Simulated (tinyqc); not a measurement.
Free and nearly free electrons in a metal: one step. Two plane waves near the face. Two cases, with inputs chosen for the exercise.

Question. Build H for k along G, diagonalise, and give the weight of the first wave in the lower state and its velocity along G relative to a free electron, (w k + (1 - w)(k - G))/k.

Two plane waves k and k - G, G = (110) (2 pi/a): H = [[c k^2/m, V], [V, c (k - G)^2/m]] with c = hbar^2/2m0.
Constants: hbar^2/2m0 = 3.80998211 eV angstrom^2.

Case 1.

Values chosen (near those of W, whose d bands this model ignores; not measured data): a = 3.169 angstrom (bcc lattice constant); m = 1.08 m0 (mass); V = 0.34 eV (|V_G| for G = (110)); x = 0.68 (k along G as a share of |G|/2).

Case 2.

Values chosen (near those of K; not measured data): a = 5.251 angstrom (bcc lattice constant); m = 1.09 m0 (mass); V = 1.69 eV (|V_G| for G = (110)); x = 0.8 (k along G as a share of |G|/2).

Give: H; levels; w; v/v_free.

Answer.

Case 1.

H (eV):
```
        1        2
1  3.2063   0.3400
2  0.3400  12.0818
```

levels (eV): 3.1933  12.0948

w = 0.9985
v/v_free = 0.9957

The splitting is 8.902 eV here and 2V = 0.68 eV on the face, where the normal velocity vanishes. There the lower band lies at 6.594 eV and the upper at 7.274 eV, both below the free EF of 8.472 eV: the face centre is filled in both bands and band 2 holds electrons here, while band 1 may keep holes at the zone corners.

Case 2.

H (eV):
```
        1       2
1  1.6015  1.6900
2  1.6900  3.6033
```

levels (eV): 0.6382  4.5666

w = 0.7548
v/v_free = 0.3870

The splitting is 3.928 eV here and 2V = 3.38 eV on the face, where the normal velocity vanishes. There the lower band lies at 0.812 eV, below the free EF of 1.926 eV, so by this test the Fermi surface touches the face (V is large against EF, which it lowers, so the test is rough). Real Na and K have far smaller V and nearly spherical surfaces.

Computed by tinyqc, one run a case: `OMP_NUM_THREADS=1 python tinyqc.py N N+1 out.jsonl` with N = 1682541, 1682657; one thread of a shared Intel(R) Xeon(R) Processor @ 2.30GHz, about 0.01 s a run at most.
